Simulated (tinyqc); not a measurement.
# From retraction x back to film thickness h

Model: capillary instabilities by surface diffusion: grooving and agglomeration of films, edge retraction, wire break-up and smoothing of roughness. Computed by tinyqc, a small Python program. Command: `OMP_NUM_THREADS=1 python tinyqc.py 3004042 3004043 out.jsonl dewet inv`. One thread of a shared host (Intel(R) Xeon(R) Processor @ 2.30GHz), about 0.01 s of CPU time with the checks.

Isotropic surface energy; shapes change by surface diffusion alone.

Inputs (values chosen for the exercise, of the order of those of a cobalt film):
```
quantity                                value        unit
surface energy gamma_s                   2.19       J/m^2
contact angle on the substrate theta       95     degrees
atomic volume Omega                      11.1  angstrom^3
surface sites nu                          9.7      1/nm^2
prefactor D0                          1.1e-05       m^2/s
activation energy Q                      1.51          eV
temperature T                             760           K
time t                                    120           s
```

Constants: k_B = 8.617333262e-05 eV/K; k_B = 1.380649e-23 J/K.

Method. B = D_s nu gamma_s Omega^2/(k_B T), D_s = D0 exp(-Q/(k_B T)). A rim shaped as a circular segment with contact angle theta holds the area h x; its radius r obeys r^2 (theta - sin theta cos theta) = h x. To advance, the edge must carry a strip of the rim height H = r (1 - cos theta) over the rim, driven by the curvature 1/r over the distance r theta (the scaling argument of Brandon and Bradshaw): H dx/dt = B/(theta r^2) gives x^(5/2) = (5/2) B t c^(3/2)/(theta (1 - cos theta) h^(3/2)), c = theta - sin theta cos theta.

Task: A run gave the result below. Find the film thickness h, known to lie between 3.5 and 12 nm.

retraction x = 32.19276 nm

Result:

Each step takes the trial c = (a f_b - b f_a)/(f_b - f_a), f being the result less the target and a, b, c the logarithms of the listed values; c replaces end b, the old b replaces a if the sign of f changed, and otherwise f_a is halved.

Scan of the range:
```
film thickness h (nm)  retraction x (nm)
3.50                             47.5507
4.30                             42.0258
5.28                             37.1550
6.48                             32.8589
7.96                             29.0435
9.77                             25.6839
12.00                            22.7033
```

False position (Illinois rule, in the logarithm of the input) inside the bracket:
```
step    end a    end b    trial  retraction x (nm)
1     6.48000  7.96000  6.71695            32.1584
2     6.48000  6.71695  6.69442            32.2233
3     6.71695  6.69442  6.70500            32.1927
4     6.69442  6.70500  6.70500            32.1928
```

Retraction x falls at every point of a 13-point scan of the range (every second point is shown), so one value fits; it is bracketed by 6.48 and 7.96. The scan shows a pure power law with exponent -0.6000, so scaling from any one row also gives the answer directly. Answer: film thickness h = 6.705 nm.
